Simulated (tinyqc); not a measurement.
Admittance spectroscopy of a deep trap: one step of the calculation.

Schottky contact on an n-type layer with shallow donors Nd (all ionised) and a donor-like deep trap, neutral when filled and positive when empty; depletion approximation. Traps within lam of the depletion edge stay filled. The traps at xt = W - lam, where the level crosses the Fermi level, follow a slow signal and not a fast one. w = 2 pi f.

Task. Widths and limiting capacitances. lam = sqrt(2 eps0 eps_r (EF - ET)/(q Nd)), EF - ET = Et - (kB T/q) ln(Nc(T)/Nd), Nc(T) = Nc (T/300 K)^1.5. In the steady state at the band bending V, 2 eps0 eps_r V/q = Nd W^2 + Nt (W - lam)^2 (the second term only if W > lam). V = Vbi + Vr. C_HF = eps0 eps_r/W, C_LF = eps0 eps_r (Nd + Nt)/(Nd W + Nt xt).

Inputs (values chosen for the exercise); material values close to those of silicon:
- eps_r = 11.5 (relative permittivity)
- Nc = 2.85e19 cm^-3 (conduction-band density of states at 300 K)
- Nd = 7.4e16 cm^-3 (shallow donor density)
- Vbi = 0.79 V (built-in voltage)
- Et = 0.25 eV (depth of the trap below the conduction edge)
- Nt = 1.3e16 cm^-3 (trap density)
- Vr = 0.6 V (reverse bias)
- T = 156 K (temperature)

Constants: q = 1.602176634e-19 C, kB = 1.380649e-23 J/K, eps0 = 8.8541878128e-14 F/cm where lengths are in cm. Results are converted to the units shown.

Find: lam; W; xt; C_HF; C_LF.

Result.

lam = 56.09 nm
W = 149.5 nm
xt = 93.39 nm
C_HF = 68.12 nF/cm^2
C_LF = 72.17 nF/cm^2

The step is 5.94 % of C_HF.

Computed by the program tinyqc: `OMP_NUM_THREADS=1 python tinyqc.py 2050026 2050027 out.jsonl`, one thread of a shared Intel Xeon 2.30GHz, about 0.01 s for the whole run.
